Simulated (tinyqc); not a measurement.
# Surface potential of a MOS transistor: implicit equation and explicit approximations: what changes with what

p-type body, charge-sheet picture, depletion and inversion only, full ionisation (an idealisation for deep acceptors), Boltzmann statistics (rough once Na exp(x - xn) passes about Nc/7). In units of Vt: xg = (Vg - Vfb)/Vt, x = psi/Vt, G = gamma/sqrt(Vt), xn = (2 phiF + Vc)/Vt. The implicit equation is (xg - x)^2 = G^2 [x - 1 + exp(x - xn)] for x above about 3. Cox = eps0 eox/tox.

Parameters, values chosen for the exercise; band and dielectric values those of a made-up semiconductor:
```
symbol    value   unit                                                                 meaning
T           350      K                                                             temperature
Eg        0.863     eV                                                                band gap
eps_r        11                                                          relative permittivity
Nc      4.57e19  cm^-3                                  conduction-band density of states at T
Nv      2.73e19  cm^-3                                     valence-band density of states at T
eox        25.6         relative permittivity of the gate insulator (close to zirconium oxide)
tox          57     nm                                                     insulator thickness
Na       8.4e16  cm^-3                                                        acceptor density
Vfb       -0.59      V                                                       flat-band voltage
Vc            1      V                                                    channel-body voltage
Vg         1.36      V                                                       gate-body voltage
```

Constants: q = 1.602176634e-19 C, kB = 1.380649e-23 J/K, Vt = kB T/q, eps0 = 8.8541878128e-14 F/cm where lengths are in cm. Results are converted to the units shown.

Each table varies one quantity; the others keep the values above.

## Accuracy of the approximations against gate voltage

ni = sqrt(Nc Nv) exp(-Eg/(2 Vt)), Eg in volts; phiF = Vt ln(Na/ni); gamma = sqrt(2 q eps0 eps_r Na)/Cox; VT = Vfb + Vt (xn + G sqrt(xn - 1)). Depletion value a = 1 + [sqrt(G^2/4 + xg - 1) - G/2]^2; inversion value b = xn + ln[(xg - xn)^2/G^2 - xn + 1] and first guess y = min(a, b) - ln(1 + exp(-|a - b|)) if a > xn + 1, else b = y = a; one second-order correction with D = exp(y - xn), p = 2 (xg - y) + G^2 (1 + D), w = (xg - y)^2 - G^2 (y - 1 + D): z = y + 2 w/(p + sqrt(p^2 - 2 (2 - G^2 D) w)), or the Newton step z = y + w/p where the root is not real. N_inv = (Cox Vt G/q) [sqrt(x - 1 + exp(x - xn)) - sqrt(x - 1)] at the root. Lambert form (Cox m Vt/q) W0[(G/(2 m sqrt(xn - 1))) exp((Vg - VT)/(m Vt))], m = 1 + G/(2 sqrt(xn - 1)). Errors under 1e-4 mV, and the linear form below VT, are printed as 0.

Accuracy of the approximations against gate voltage:
```
Vg (V)  psi (V)    x - xn  error of y (mV)  error of z (mV)  N_inv (cm^-2)  Cox (Vg - VT)/q (cm^-2)  Lambert form (cm^-2)
1        1.1577   -11.303                0                0       1.7701e5                        0              1.3934e5
1.2      1.3264   -5.7080           0.0152                0       4.4430e7                        0              4.0692e7
1.4      1.4933  -0.17603             3.63         -1.03e-3      1.0520e10                        0             1.0543e10
1.6      1.5895    3.0159             20.5            -2.79      2.2840e11                4.9153e11             2.3539e11
1.8      1.6242    4.1656             16.2            -1.27      6.2478e11                9.8793e11             6.4382e11
2        1.6443    4.8312             12.5           -0.499      1.0634e12                1.4843e12             1.0939e12
2.2      1.6587    5.3082             10.4           -0.267      1.5183e12                1.9807e12             1.5593e12
2.4      1.6700    5.6839             8.99           -0.167      1.9821e12                2.4771e12             2.0325e12
2.6      1.6794    5.9957             7.99           -0.114      2.4515e12                2.9735e12             2.5104e12
```

psi rises from 1.16 to 1.68 V and ends 6.0 Vt above 2 phiF + Vc. Among the rows the first guess is off by at most 20 mV (at Vg = 1.6 V) and the corrected value by at most 2.8 mV. In the last row the linear form is 21 % above N_inv and the Lambert form 2.4 % above it; in the first row the Lambert form is 21 % below it. For Vg = 2, 2.2, 2.4, 2.6 the electron quasi-Fermi level lies less than 2 Vt below the band edge at the surface, or above it, where degeneracy and confinement, left out, matter.

## Effect of the insulator thickness at fixed gate voltage

Same model as above.

Results:
```
tox (nm)  psi (V)   x - xn  error of y (mV)  error of z (mV)  N_inv (cm^-2)  Cox (Vg - VT)/q (cm^-2)  Lambert form (cm^-2)
19         1.6422   4.7627             29.0             9.29      1.0086e12                2.1367e12             1.0806e12
26         1.6184   3.9715             26.9             7.83      5.3101e11                1.2318e12             5.6078e11
49         1.5158  0.57065             6.64          -0.0114      2.1928e10                7.8777e10             2.2190e10
67         1.3914  -3.5524            0.147                0       3.7426e8                        0              3.5651e8
91         1.2362  -8.7008          1.15e-3                0       2.3100e6                        0              1.9123e6
120        1.0742  -14.072                0                0          11545                        0                7119.9
170       0.85028  -21.495                0                0         7.7821                        0                2.0608
```

Estimate the missing row, tox = 36 nm.

Computed row:
```
tox (nm)  psi (V)  x - xn  error of y (mV)  error of z (mV)  N_inv (cm^-2)  Cox (Vg - VT)/q (cm^-2)  Lambert form (cm^-2)
36         1.5826  2.7856             18.2            -1.23      1.8472e11                5.4944e11             1.9206e11
```

With this row back in the table: As tox goes from 19 to 170, psi falls from 1.64 to 0.850 V, x - xn falls from 4.76 to -21.5 and N_inv falls from 1.01e12 to 7.78 cm^-2. The Lambert form lies between 0.265 and 1.07 times N_inv. For tox = 19 the electron quasi-Fermi level lies less than 2 Vt below the band edge at the surface, or above it, where degeneracy and confinement, left out, matter.

Program tinyqc, `OMP_NUM_THREADS=1 python tinyqc.py 2122244 2122245 out.jsonl`; Intel Xeon 2.30GHz, shared host, one thread, about 0.01 s.
